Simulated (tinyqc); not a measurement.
Worked calculation: coupled-perturbed Hartree-Fock on RHF in the 6-311g basis, for H2, spin multiplicity 1. The polarisability along this axis is zero because the basis has no function that the field can mix in; the real value is not. Computed by tinyqc, a small Python program that keeps every step (integrals from PySCF). Settings: charge = 0, multiplicity = 1, basis = 6-311g, method = RHF, energy threshold = 1e-10, iteration cap = 63, orthogonalisation = symmetric, start = atomic densities, DIIS depth = 6. Command: `OMP_NUM_THREADS=1 python tinyqc.py 27941 27942 out.jsonl` (the two numbers bound the seeds that draw the settings). One thread of a shared host (Intel(R) Xeon(R) Processor @ 2.60GHz), about 0.1 s of CPU time with the checks. Later iterations appear only in the table of the cycle.

## One-electron integrals

Geometry (angstrom):
```
atom,x,y,z
H,0.0000,0.0000,0.0000
H,0.0000,0.0000,0.7670
```

Basis 6-311g: exponents (1/bohr^2) and contraction coefficients of normalised primitives:
```
element,l (shell),exponent,coefficient
H,s (1),33.8650,0.0255
H,s (1),5.0948,0.1904
H,s (1),1.1588,0.8522
H,s (2),0.3258,1.0000
H,s (3),0.1027,1.0000
```

Overlap, kinetic and nuclear-attraction integrals over the contracted functions; the nuclear repulsion is the sum of Za Zb / Rab.

nuclear repulsion = 0.689931 hartree

overlap S, lower triangle:
```
,1H 1s,1H 2s,1H 3s,2H 1s,2H 2s,2H 3s
1H 1s,1.0000
1H 2s,0.7064,1.0000
1H 3s,0.3737,0.7890,1.0000
2H 1s,0.2466,0.4100,0.3061,1.0000
2H 2s,0.4100,0.7102,0.6696,0.7064,1.0000
2H 3s,0.3061,0.6696,0.8977,0.3737,0.7890,1.0000
```

kinetic energy T (hartree), lower triangle:
```
,1H 1s,1H 2s,1H 3s,2H 1s,2H 2s,2H 3s
1H 1s,2.3043
1H 2s,0.5491,0.4888
1H 3s,0.1063,0.1849,0.1541
2H 1s,0.0374,0.2026,0.0755,2.3043
2H 2s,0.2026,0.2679,0.1397,0.5491,0.4888
2H 3s,0.0755,0.1397,0.1284,0.1063,0.1849,0.1541
```

nuclear attraction V (hartree), lower triangle:
```
,1H 1s,1H 2s,1H 3s,2H 1s,2H 2s,2H 3s
1H 1s,-2.8001
1H 2s,-1.5425,-1.5332
1H 3s,-0.7677,-1.0294,-0.9580
2H 1s,-0.6305,-0.9250,-0.6409,-2.8001
2H 2s,-0.9250,-1.1602,-0.9069,-1.5425,-1.5332
2H 3s,-0.6409,-0.9069,-0.8863,-0.7677,-1.0294,-0.9580
```

core Hamiltonian H = T + V (hartree), lower triangle:
```
,1H 1s,1H 2s,1H 3s,2H 1s,2H 2s,2H 3s
1H 1s,-0.4958
1H 2s,-0.9934,-1.0445
1H 3s,-0.6614,-0.8445,-0.8039
2H 1s,-0.5931,-0.7224,-0.5653,-0.4958
2H 2s,-0.7224,-0.8923,-0.7672,-0.9934,-1.0445
2H 3s,-0.5653,-0.7672,-0.7580,-0.6614,-0.8445,-0.8039
```

## Two-electron integrals

Functions are numbered as in S; the eight-fold symmetry (ij|kl) = (ji|kl) = (kl|ij) leaves the list below.

Two-electron integrals (ij|kl) in chemists' order, unique and non-zero (hartree):
```
i,j,k,l,(ij|kl)
1,1,1,1,1.3930
2,1,1,1,0.8230
2,1,2,1,0.5097
2,2,1,1,0.8229
2,2,2,1,0.5430
2,2,2,2,0.6441
3,1,1,1,0.4113
3,1,2,1,0.2578
3,1,2,2,0.2799
3,1,3,1,0.1308
3,2,1,1,0.5437
3,2,2,1,0.3658
3,2,2,2,0.4527
3,2,3,1,0.1898
3,2,3,2,0.3251
3,3,1,1,0.4940
3,3,2,1,0.3401
3,3,2,2,0.4460
3,3,3,1,0.1780
3,3,3,2,0.3318
3,3,3,3,0.3617
4,1,1,1,0.2618
4,1,2,1,0.1661
4,1,2,2,0.1830
4,1,3,1,0.0846
4,1,3,2,0.1246
4,1,3,3,0.1172
4,1,4,1,0.0755
4,2,1,1,0.3192
4,2,2,1,0.2142
4,2,2,2,0.2602
4,2,3,1,0.1109
4,2,3,2,0.1841
4,2,3,3,0.1825
4,2,4,1,0.1057
4,2,4,2,0.1702
4,3,1,1,0.2120
4,3,2,1,0.1442
4,3,2,2,0.1807
4,3,3,1,0.0750
4,3,3,2,0.1298
4,3,3,3,0.1317
4,3,4,1,0.0718
4,3,4,2,0.1210
4,3,4,3,0.0877
4,4,1,1,0.6780
4,4,2,1,0.4678
4,4,2,2,0.5964
4,4,3,1,0.2444
4,4,3,2,0.4296
4,4,3,3,0.4350
4,4,4,1,0.2618
4,4,4,2,0.4619
4,4,4,3,0.3355
4,4,4,4,1.3930
5,1,1,1,0.4619
5,1,2,1,0.2882
5,1,2,2,0.3105
5,1,3,1,0.1460
5,1,3,2,0.2100
5,1,3,3,0.1963
5,1,4,1,0.1057
5,1,4,2,0.1406
5,1,4,3,0.0951
5,1,4,4,0.3192
5,1,5,1,0.1702
5,2,1,1,0.5341
5,2,2,1,0.3564
5,2,2,2,0.4326
5,2,3,1,0.1844
5,2,3,2,0.3075
5,2,3,3,0.3083
5,2,4,1,0.1416
5,2,4,2,0.2171
5,2,4,3,0.1541
5,2,4,4,0.5341
5,2,5,1,0.2171
5,2,5,2,0.3248
5,3,1,1,0.4002
5,3,2,1,0.2726
5,3,2,2,0.3475
5,3,3,1,0.1421
5,3,3,2,0.2538
5,3,3,3,0.2665
5,3,4,1,0.1105
5,3,4,2,0.1799
5,3,4,3,0.1311
5,3,4,4,0.4546
5,3,5,1,0.1676
5,3,5,2,0.2695
5,3,5,3,0.2342
5,4,1,1,0.4678
5,4,2,1,0.3207
5,4,2,2,0.4078
5,4,3,1,0.1674
5,4,3,2,0.2948
5,4,3,3,0.3013
5,4,4,1,0.1661
5,4,4,2,0.2882
5,4,4,3,0.2105
5,4,4,4,0.8230
5,4,5,1,0.2142
5,4,5,2,0.3564
5,4,5,3,0.3062
5,4,5,4,0.5097
5,5,1,1,0.5964
5,5,2,1,0.4078
5,5,2,2,0.5230
5,5,3,1,0.2129
5,5,3,2,0.3825
5,5,3,3,0.4017
5,5,4,1,0.1830
5,5,4,2,0.3105
5,5,4,3,0.2288
5,5,4,4,0.8229
5,5,5,1,0.2602
5,5,5,2,0.4326
5,5,5,3,0.3802
5,5,5,4,0.5430
5,5,5,5,0.6441
6,1,1,1,0.3355
6,1,2,1,0.2105
6,1,2,2,0.2288
6,1,3,1,0.1068
6,1,3,2,0.1553
6,1,3,3,0.1457
6,1,4,1,0.0718
6,1,4,2,0.0951
6,1,4,3,0.0644
6,1,4,4,0.2120
6,1,5,1,0.1210
6,1,5,2,0.1541
6,1,5,3,0.1191
6,1,5,4,0.1442
6,1,5,5,0.1807
6,1,6,1,0.0877
6,2,1,1,0.4546
6,2,2,1,0.3062
6,2,2,2,0.3802
6,2,3,1,0.1590
6,2,3,2,0.2736
6,2,3,3,0.2800
6,2,4,1,0.1105
6,2,4,2,0.1676
6,2,4,3,0.1191
6,2,4,4,0.4002
6,2,5,1,0.1799
6,2,5,2,0.2695
6,2,5,3,0.2250
6,2,5,4,0.2726
6,2,5,5,0.3475
6,2,6,1,0.1311
6,2,6,2,0.2342
6,3,1,1,0.4290
6,3,2,1,0.2959
6,3,2,2,0.3897
6,3,3,1,0.1550
6,3,3,2,0.2908
6,3,3,3,0.3189
6,3,4,1,0.1087
6,3,4,2,0.1752
6,3,4,3,0.1280
6,3,4,4,0.4290
6,3,5,1,0.1752
6,3,5,2,0.2843
6,3,5,3,0.2511
6,3,5,4,0.2959
6,3,5,5,0.3897
6,3,6,1,0.1280
6,3,6,2,0.2511
6,3,6,3,0.2915
6,4,1,1,0.2444
6,4,2,1,0.1674
6,4,2,2,0.2129
6,4,3,1,0.0873
6,4,3,2,0.1541
6,4,3,3,0.1581
6,4,4,1,0.0846
6,4,4,2,0.1460
6,4,4,3,0.1068
6,4,4,4,0.4113
6,4,5,1,0.1109
6,4,5,2,0.1844
6,4,5,3,0.1590
6,4,5,4,0.2578
6,4,5,5,0.2799
6,4,6,1,0.0750
6,4,6,2,0.1421
6,4,6,3,0.1550
6,4,6,4,0.1308
6,5,1,1,0.4296
6,5,2,1,0.2948
6,5,2,2,0.3825
6,5,3,1,0.1541
6,5,3,2,0.2823
6,5,3,3,0.3021
6,5,4,1,0.1246
6,5,4,2,0.2100
6,5,4,3,0.1553
6,5,4,4,0.5437
6,5,5,1,0.1841
6,5,5,2,0.3075
6,5,5,3,0.2736
6,5,5,4,0.3658
6,5,5,5,0.4527
6,5,6,1,0.1298
6,5,6,2,0.2538
6,5,6,3,0.2908
6,5,6,4,0.1898
6,5,6,5,0.3251
6,6,1,1,0.4350
6,6,2,1,0.3013
6,6,2,2,0.4017
6,6,3,1,0.1581
6,6,3,2,0.3021
6,6,3,3,0.3373
6,6,4,1,0.1172
6,6,4,2,0.1963
6,6,4,3,0.1457
6,6,4,4,0.4940
6,6,5,1,0.1825
6,6,5,2,0.3083
6,6,5,3,0.2800
6,6,5,4,0.3401
6,6,5,5,0.4460
6,6,6,1,0.1317
6,6,6,2,0.2665
6,6,6,3,0.3189
6,6,6,4,0.1780
6,6,6,5,0.3318
6,6,6,6,0.3617
```

## Orthogonalisation

S = U s U^T; symmetric (Loewdin) form X = U s^(-1/2) U^T, so that X^T S X = 1.

eigenvalues of S: 0.0335  0.1390  0.1983  0.8387  0.9137  3.8767

X, lower triangle:
```
,1H 1s,1H 2s,1H 3s,2H 1s,2H 2s,2H 3s
1H 1s,1.3754
1H 2s,-0.7511,2.3775
1H 3s,0.2172,-1.1472,2.7654
2H 1s,-0.0081,-0.0044,-0.0361,1.3754
2H 2s,-0.0044,-0.6264,0.3902,-0.7511,2.3775
2H 3s,-0.0361,0.3902,-1.6023,0.2172,-1.1472,2.7654
```

## Starting guess

The start is atomic minimal-basis densities projected into this basis (PySCF's MINAO start) and scaled to the electron count of each spin; this density is not idempotent, so its energy is not variational and may lie below the converged one.

D at the start, lower triangle:
```
,1H 1s,1H 2s,1H 3s,2H 1s,2H 2s,2H 3s
1H 1s,0.0958
1H 2s,0.1558,0.2535
1H 3s,0.0983,0.1598,0.1009
2H 1s,0.0017,-0.0008,0.0035,0.0958
2H 2s,-0.0008,-0.0072,0.0019,0.1558,0.2535
2H 3s,0.0035,0.0019,0.0053,0.0983,0.1598,0.1009
```

## Iteration 1: building the Fock matrix

J_ij = sum D_kl (ij|kl), K_ij = sum D_kl (ik|jl); F = H + J - 0.5 K; E = tr D H + tr D J / 2 - 0.25 tr D K + E_nn.

Coulomb J (hartree), lower triangle:
```
,1H 1s,1H 2s,1H 3s,2H 1s,2H 2s,2H 3s
1H 1s,1.4976
1H 2s,0.9853,1.1807
1H 3s,0.5082,0.8389,0.8457
2H 1s,0.3839,0.5921,0.4227,1.4976
2H 2s,0.5921,0.8773,0.7317,0.9853,1.1807
2H 3s,0.4227,0.7317,0.7778,0.5082,0.8389,0.8457
```

exchange K (hartree), lower triangle:
```
,1H 1s,1H 2s,1H 3s,2H 1s,2H 2s,2H 3s
1H 1s,0.8417
1H 2s,0.8228,0.9422
1H 3s,0.5814,0.7195,0.5788
2H 1s,0.4660,0.6467,0.5298,0.8417
2H 2s,0.6467,0.8399,0.6859,0.8228,0.9422
2H 3s,0.5298,0.6859,0.5666,0.5814,0.7195,0.5788
```

Fock matrix F (hartree), lower triangle:
```
,1H 1s,1H 2s,1H 3s,2H 1s,2H 2s,2H 3s
1H 1s,0.5810
1H 2s,-0.4195,-0.3349
1H 3s,-0.4439,-0.3653,-0.2476
2H 1s,-0.4422,-0.4536,-0.4076,0.5810
2H 2s,-0.4536,-0.4349,-0.3784,-0.4195,-0.3349
2H 3s,-0.4076,-0.3784,-0.2635,-0.4439,-0.3653,-0.2476
```

total energy of this density = -0.808769 hartree

This density is the starting one; it is not idempotent, so its energy is not variational and may lie below the converged one.

## Iteration 1: diagonalisation and new density

Diagonalise F' = X^T F X, C = X C', fill 1 alpha and 1 beta electrons from the bottom; D = 2 C_occ C_occ^T. Each column has its largest component positive (the first on a tie).

F' = X^T F X (hartree), lower triangle:
```
,1,2,3,4,5,6
1,1.6517
2,-1.1624,0.9435
3,0.0126,-0.3811,0.1921
4,-0.2627,-0.1448,-0.1294,1.6517
5,-0.1448,-0.2096,-0.0199,-1.1624,0.9435
6,-0.1294,-0.0199,-0.1296,0.0126,-0.3811,0.1921
```

orbital energies (hartree): MO1 -0.5396, MO2 0.1320, MO3 0.3055, MO4 0.5921, MO5 2.4195, MO6 2.6650

coefficients C:
```
,MO1,MO2,MO3,MO4,MO5,MO6
1H 1s,0.1841,0.0989,-0.0551,-0.1004,-1.0953,-1.1172
1H 2s,0.2832,0.0945,-0.7287,-1.6529,1.2223,1.7976
1H 3s,0.1500,2.0077,0.8479,2.3008,-0.4877,-1.1949
2H 1s,0.1841,-0.0989,-0.0551,0.1004,-1.0953,1.1172
2H 2s,0.2832,-0.0945,-0.7287,1.6529,1.2223,-1.7976
2H 3s,0.1500,-2.0077,0.8479,-2.3008,-0.4877,1.1949
```

D after iteration 1, lower triangle:
```
,1H 1s,1H 2s,1H 3s,2H 1s,2H 2s,2H 3s
1H 1s,0.0678
1H 2s,0.1043,0.1604
1H 3s,0.0552,0.0850,0.0450
2H 1s,0.0678,0.1043,0.0552,0.0678
2H 2s,0.1043,0.1604,0.0850,0.1043,0.1604
2H 3s,0.0552,0.0850,0.0450,0.0552,0.0850,0.0450
```

## Iteration 6 (converged): orbitals

converged F (hartree), lower triangle:
```
,1H 1s,1H 2s,1H 3s,2H 1s,2H 2s,2H 3s
1H 1s,0.5914
1H 2s,-0.4408,-0.3646
1H 3s,-0.4661,-0.3865,-0.2578
2H 1s,-0.5073,-0.5087,-0.4402,0.5914
2H 2s,-0.5087,-0.4840,-0.4062,-0.4408,-0.3646
2H 3s,-0.4402,-0.4062,-0.2761,-0.4661,-0.3865,-0.2578
```

As before.

F' = X^T F X (hartree), lower triangle:
```
,1,2,3,4,5,6
1,1.6948
2,-1.1706,0.9521
3,0.0124,-0.3806,0.1973
4,-0.3099,-0.1784,-0.1425,1.6948
5,-0.1784,-0.2349,-0.0283,-1.1706,0.9521
6,-0.1425,-0.0283,-0.1286,0.0124,-0.3806,0.1973
```

orbital energies (hartree): MO1 -0.5878, MO2 0.1646, MO3 0.3083, MO4 0.6395, MO5 2.4504, MO6 2.7136

coefficients C:
```
,MO1,MO2,MO3,MO4,MO5,MO6
1H 1s,0.1880,0.0831,-0.0487,-0.0905,-1.0949,-1.1193
1H 2s,0.2978,-0.0240,-0.7238,-1.6829,1.2217,1.7719
1H 3s,0.1307,2.1749,0.8522,2.1536,-0.4859,-1.1764
2H 1s,0.1880,-0.0831,-0.0487,0.0905,-1.0949,1.1193
2H 2s,0.2978,0.0240,-0.7238,1.6829,1.2217,-1.7719
2H 3s,0.1307,-2.1749,0.8522,-2.1536,-0.4859,1.1764
```

D after iteration 6, lower triangle:
```
,1H 1s,1H 2s,1H 3s,2H 1s,2H 2s,2H 3s
1H 1s,0.0707
1H 2s,0.1119,0.1774
1H 3s,0.0491,0.0778,0.0342
2H 1s,0.0707,0.1119,0.0491,0.0707
2H 2s,0.1119,0.1774,0.0778,0.1119,0.1774
2H 3s,0.0491,0.0778,0.0342,0.0491,0.0778,0.0342
```

## Convergence

Stop when the energy changes by less than 1e-10 hartree and every element of the error matrix X^T (F D S - S D F) X is below 3e-06.

Course of the cycle:
```
iteration,E (hartree),change,largest element of the error matrix
1,-0.808769,-,1.03e-01
2,-1.126350,-3.18e-01,1.35e-02
3,-1.127179,-8.29e-04,2.49e-03
4,-1.127206,-2.72e-05,2.56e-04
5,-1.127207,-1.92e-07,1.02e-06
6,-1.127207,-4.80e-12,1.62e-09
```

PySCF RHF in the same basis = -1.127207 hartree

Converged in 6 iterations.

## Populations, bond orders and dipole

Mulliken: Z minus the diagonal of D S on the atom; Loewdin: the same with S^(1/2) D S^(1/2); Mayer order: 2 sum_s sum (D(s) S)_ij (D(s) S)_ji over the two atoms.

Charges (e):
```
atom,Mulliken,Loewdin
1H,0,0
2H,0,0
```

Mayer bond orders:
```
pair,order
2-1,1.0000
```

dipole moment about the origin, x y z (debye): 0.0000  0.0000  0.0000

## Integrals over molecular orbitals

(pq|rs) = sum C_ip C_jq C_kr C_ls (ij|kl), one index at a time.

one-electron integrals over orbitals h = C^T H C (hartree), lower triangle:
```
,1,2,3,4,5,6
1,-1.2293
2,0.0000,-0.4847
3,0.1331,0.0000,-0.3648
4,0.0000,0.2078,0.0000,-0.2562
5,0.0949,0.0000,-0.1712,0.0000,1.2674
6,0.0000,0.0218,0.0000,-0.2273,0.0000,1.4497
```

Two-electron integrals over orbitals (pq|rs), unique and non-zero (hartree):
```
p,q,r,s,(pq|rs)
1,1,1,1,0.6415
2,1,2,1,0.0474
2,2,1,1,0.3484
2,2,2,2,0.2987
3,1,1,1,-0.1331
3,1,2,2,-0.0255
3,1,3,1,0.0547
3,2,2,1,0.0227
3,2,3,2,0.0392
3,3,1,1,0.3639
3,3,2,2,0.2740
3,3,3,1,-0.0358
3,3,3,3,0.2819
4,1,2,1,-0.0636
4,1,3,2,-0.0077
4,1,4,1,0.1051
4,2,1,1,-0.1357
4,2,2,2,-0.0451
4,2,3,1,0.0392
4,2,3,3,-0.0458
4,2,4,2,0.0539
4,3,2,1,0.0307
4,3,3,2,0.0177
4,3,4,1,-0.0415
4,3,4,3,0.0266
4,4,1,1,0.5004
4,4,2,2,0.3269
4,4,3,1,-0.0820
4,4,3,3,0.3141
4,4,4,2,-0.1028
4,4,4,4,0.4353
5,1,1,1,-0.0949
5,1,2,2,-0.0102
5,1,3,1,0.0510
5,1,3,3,-0.0236
5,1,4,2,0.0251
5,1,4,4,-0.0568
5,1,5,1,0.0887
5,2,2,1,-2.44e-05
5,2,3,2,0.0026
5,2,4,1,0.0049
5,2,4,3,-0.0071
5,2,5,2,0.0107
5,3,1,1,0.1111
5,3,2,2,0.0309
5,3,3,1,-0.0400
5,3,3,3,0.0357
5,3,4,2,-0.0341
5,3,4,4,0.0733
5,3,5,1,-0.0456
5,3,5,3,0.0371
5,4,2,1,0.0039
5,4,3,2,-0.0195
5,4,4,1,-0.0250
5,4,4,3,0.0086
5,4,5,2,-0.0165
5,4,5,4,0.0406
5,5,1,1,0.6358
5,5,2,2,0.3398
5,5,3,1,-0.1361
5,5,3,3,0.3602
5,5,4,2,-0.1325
5,5,4,4,0.4935
5,5,5,1,-0.1283
5,5,5,3,0.1242
5,5,5,5,0.6735
6,1,2,1,-0.0287
6,1,3,2,0.0141
6,1,4,1,0.0664
6,1,4,3,-0.0303
6,1,5,2,0.0243
6,1,5,4,-0.0561
6,1,6,1,0.0957
6,2,1,1,-0.0253
6,2,2,2,0.0111
6,2,3,1,0.0207
6,2,3,3,-0.0006
6,2,4,2,0.0032
6,2,4,4,-0.0092
6,2,5,1,0.0344
6,2,5,3,-0.0144
6,2,5,5,-0.0396
6,2,6,2,0.0205
6,3,2,1,0.0291
6,3,3,2,-2.12e-04
6,3,4,1,-0.0514
6,3,4,3,0.0204
6,3,5,2,-0.0076
6,3,5,4,0.0249
6,3,6,1,-0.0490
6,3,6,3,0.0329
6,4,1,1,0.1469
6,4,2,2,0.0247
6,4,3,1,-0.0614
6,4,3,3,0.0431
6,4,4,2,-0.0433
6,4,4,4,0.0922
6,4,5,1,-0.0783
6,4,5,3,0.0513
6,4,5,5,0.1722
6,4,6,2,-0.0341
6,4,6,4,0.0896
6,5,2,1,0.0811
6,5,3,2,0.0092
6,5,4,1,-0.1368
6,5,4,3,0.0620
6,5,5,2,-0.0260
6,5,5,4,0.0675
6,5,6,1,-0.1355
6,5,6,3,0.0870
6,5,6,5,0.2492
6,6,1,1,0.6798
6,6,2,2,0.3582
6,6,3,1,-0.1568
6,6,3,3,0.3709
6,6,4,2,-0.1502
6,6,4,4,0.5349
6,6,5,1,-0.1698
6,6,5,3,0.1460
6,6,5,5,0.7327
6,6,6,2,-0.0516
6,6,6,4,0.2076
6,6,6,6,0.8240
```

## Response to a field: uncoupled start

dipole integrals <a|y|i> (bohr):
```
,i1
a2,0.0000
a3,0.0000
a4,0.0000
a5,0.0000
a6,0.0000
```

Field along y; U_ai = -mu_ai / (e_a - e_i), alpha = -4 sum U_ai mu_ai.

uncoupled U:
```
,i1
a2,0.0000
a3,0.0000
a4,0.0000
a5,0.0000
a6,0.0000
```

uncoupled polarisability = 0.0000 bohr^3

## Coupled step 1

U_ai = -(mu_ai + sum_bj [4 (ai|bj) - (ab|ij) - (aj|bi)] U_bj) / (e_a - e_i); alpha = -4 sum U_ai mu_ai.

U after step 1:
```
,i1
a2,0.0000
a3,0.0000
a4,0.0000
a5,0.0000
a6,0.0000
```

polarisability = 0.0000 bohr^3

## Coupled polarisability

Repeat until U stops changing; compare with -d2E/dF2.

Course of the coupled iterations:
```
step,alpha (bohr^3)
0,0.0000
1,0.0000
```

coupled polarisability = 0.0000 bohr^3

finite-field check, fields of +/-0.001 au = -3.55e-09 bohr^3
